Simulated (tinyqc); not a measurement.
Single-domain magnet: Stoner-Wohlfarth switching, Neel-Arrhenius retention, LLG dynamics and spin torque: one step, computed by the program tinyqc. Command: `OMP_NUM_THREADS=1 python tinyqc.py 3001838 3001839 out.jsonl macro walk`. One thread of a shared host (Intel(R) Xeon(R) Processor @ 2.30GHz), about 0.01 s of CPU time with the checks.

The moment is uniform, with unit vector m; z is the easy axis. mu_0 = 1.25663706212e-6 T m/A, gamma = 1.76085963023e11 rad/(s T).

Problem. Exact time to the equator. The polar equation dm_z/dt = -(1 - m_z^2)(i - m_z)/tau_D, i = I/I_c0, integrates to t = tau_D [F(cos theta_0) - F(0)], F(z) = -ln(1 - z)/(2 (i - 1)) + ln(1 + z)/(2 (i + 1)) + ln(i - z)/(i^2 - 1), theta_0 = 1/sqrt(2 Delta).

Inputs (values chosen for the exercise, for a model magnet): temperature T = 358 K; drive I/I_c0 = 3.7.

Shape: prolate spheroid, easy axis along it.

stability factor Delta = 117.8454

tau_D = 0.3326288 ns

Give: time to m_z = 0.

Solution.

time to m_z = 0 = 0.3955 ns
